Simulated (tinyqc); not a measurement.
Thermal stress, cracking, delamination and buckling of a thin film; Griffith cracks and misfitting inclusions: one step, computed by the program tinyqc. Command: `OMP_NUM_THREADS=1 python tinyqc.py 3023440 3023441 out.jsonl filmcrack walk`. One thread of a shared host (Intel(R) Xeon(R) Processor @ 2.30GHz), about 0.01 s of CPU time with the checks.

Isotropic linear elasticity; the substrate is much thicker than the film; stress is positive in tension.

Task: Elastic mismatch. Dundurs alpha = (Ebar - Ebar_s)/(Ebar + Ebar_s), with Ebar_s = E_s/(1 - nu_s^2). The channel-crack factor is taken as g = 1.258 (1 - alpha)^(-0.7), a rough interpolation chosen for the exercise (1.258 is the value for matched materials).

Inputs (values chosen for the exercise, modelled on a GaN film on silicon):
```
quantity,value,unit
deposition temperature T_d,1125,K
final temperature T,300,K
substrate Young's modulus E_s,139,GPa
substrate Poisson ratio nu_s,0.24,-
```

Ebar = 324.7225 GPa

Give: Dundurs alpha; factor g.

Result:

Dundurs alpha = 0.3753

factor g = 1.749

A stiff film on a softer substrate opens wider and cracks more easily.
